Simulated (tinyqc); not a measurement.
Reflectance at normal incidence against thickness.

Normal incidence on air, film (n1) and substrate (N2 = n2 - i k2): r01 = (1 - n1)/(1 + n1), r12 = (n1 - N2)/(n1 + N2), amplitude (r01 + r12 X)/(1 + r01 r12 X), X = exp(-4 pi i n1 d/lam), R its squared modulus, phase from 0 to 360 degrees.

Inputs (values chosen for the exercise):
- lam = 546.1 nm (wavelength)
- n1 = 2.031 (index of the transparent film)
- n2 = 4.086 (index of the substrate)
- k2 = 0.031 (extinction coefficient of the substrate)

Result of one run:

| d (nm) | R (%) | phase of the reflected amplitude (degrees) |
|---|---|---|
| 16 | 33.47 | 162.6 |

What becomes of these results when the film thickness d is changed from 16 to 114 nm, all else the same?

Result of the changed run:

| d (nm) | R (%) | phase of the reflected amplitude (degrees) |
|---|---|---|
| 114 | 31.60 | 201.9 |

The whole series:

| d (nm) | R (%) | phase of the reflected amplitude (degrees) |
|---|---|---|
| 0 | 36.82 | 179.8 |
| 16 | 33.47 | 162.6 |
| 32 | 23.69 | 143.7 |
| 49 | 8.863 | 120.2 |
| 65 | 0.1300 | 100.9 |
| 81 | 5.673 | 245.9 |
| 98 | 20.37 | 221.5 |
| 114 | 31.60 | 201.9 |
| 130 | 36.59 | 184.5 |

R goes from 36.8 through a minimum of 0.130 (at d = 65 nm among the rows listed) to 36.6 %. At a quarter wave, d = 67.2 nm, R = 0.00368 %; for a transparent substrate it would vanish for n1 = sqrt(n2) = 2.02.

Computed by the program tinyqc: `OMP_NUM_THREADS=1 python tinyqc.py 2870148 2870149 out.jsonl`, one thread of a shared Intel Xeon 2.30GHz, about 0.4 s for the whole run.
